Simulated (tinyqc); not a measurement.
Vibrations of a mass or spring defect in a linear chain. From one set of inputs to another, one input at a time. Computed by tinyqc, a small Python program. Command: `OMP_NUM_THREADS=1 python tinyqc.py 3018902 3018903 out.jsonl localmode ladder`. One thread of a shared host (Intel(R) Xeon(R) Processor @ 2.30GHz), about 0.02 s of CPU time with the checks.

A ring of N atoms with nearest-neighbour springs k and motion along the chain. Atom 1 is the defect, of mass M', and its two springs are k'. All other atoms have the mass M.

The inputs printed are set A. Inputs not listed in the table keep their values of set A, so the rows need not describe a real material.

Inputs (values chosen for the exercise, for a model chain):
```
quantity                         value           unit
spring constant k                 2.73  eV/angstrom^2
host mass M                        101              u
defect mass M'                     233              u
spring ratio k'/k at the defect      1              -
```

Host: monatomic.

Constants: nu for 1 eV/(angstrom^2 u) = 15.6333042 THz.

Method:
- Host band: lambda from 0 to 4k/M.
- nu = 15.6333042 THz x sqrt(lambda), lambda in eV/(angstrom^2 u).
- D_ii = (sum of the two springs at i)/M_i, D_ij = -k_ij/sqrt(M_i M_j) for neighbours, closed into a ring.
- The same matrix for 120 atoms; amplitudes are the mass-weighted eigenvector, in size, relative to the defect, for the highest mode; its weight is the squared component of the normalised eigenvector on the defect.

Each row keeps all changes above it; columns: (1) input moved; (2) from; (3) to; (4) highest frequency, long ring (THz); (5) weight of the highest mode on the defect; (6) ratio to the top of the host band:
```
(1)                                 (2)   (3)    (4)        (5)     (6)
set A                                 -     -  5.140  3.784e-06  0.9999
spring constant k (eV/angstrom^2)  2.73  1.53  3.848  3.784e-06  0.9999
defect mass M' (u)                  233   186  3.848  7.208e-06  0.9999
host mass M (u)                     101  41.9  5.974  1.064e-06  0.9999
```

Which inputs carry the difference?

Highest frequency, long ring goes from 5.14 to 5.97, a factor 1.16 in all. The largest single move comes from host mass M (a factor 1.55), and spring constant k works against it (a factor 0.749). Weight of the highest mode on the defect goes from 3.78e-6 to 1.06e-6, a factor 0.281 in all. The largest single move comes from host mass M (a factor 0.148), and defect mass M' works against it (a factor 1.90). The single moves hold for this order of the switches; the total does not depend on the order.

Extremes, crossings and ranges named in words are read from the listed rows.
